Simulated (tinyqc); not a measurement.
From results back to parameters: band-to-band tunnelling across a p-n junction in a two-band chain. Three cases, with inputs chosen for the exercise.

Problem. In a uniform field T = exp(-B/F), B = (pi/4) sqrt(m/c) Eg^(3/2), c = hbar^2/2m0, 1 V/angstrom = 100 MV/cm. m is the band-edge mass, the same for both bands (twice the reduced mass). The ratio below comes from a hidden m.

Constants: hbar^2/2m0 = 3.80998211 eV angstrom^2.

Find: B; m.

Method. B is the logarithm over 1/F1 - 1/F2, and m = c (4B/pi)^2/Eg^3 with B in V/angstrom.

Case 1.

Values chosen (out of a larger set: gap and mass near those of InSb; not measured data): Eg = 0.188 eV (gap); F1 = 0.91 MV/cm (first field); F2 = 2.1 MV/cm (second field).

ln(T2/T1) = 0.244242

Solution.

B = 0.392 MV/cm
m = 0.0143 m0

Case 2.

Values chosen (out of a larger set: gap and mass near those of InAs; not measured data): Eg = 0.348 eV (gap); F1 = 1.05 MV/cm (first field); F2 = 3.38 MV/cm (second field).

ln(T2/T1) = 0.822453

Solution.

B = 1.253 MV/cm
m = 0.0230 m0

Case 3.

Values chosen (out of a larger set: gap and mass near those of InAs; not measured data): Eg = 0.366 eV (gap); F1 = 1.33 MV/cm (first field); F2 = 3.33 MV/cm (second field).

ln(T2/T1) = 0.633592

Solution.

B = 1.403 MV/cm
m = 0.0248 m0

Computed by tinyqc, one run a case: `OMP_NUM_THREADS=1 python tinyqc.py N N+1 out.jsonl` with N = 1481191, 1481243, 1481245; one thread of a shared Intel(R) Xeon(R) Processor @ 2.30GHz, about 0.01 s a run at most.
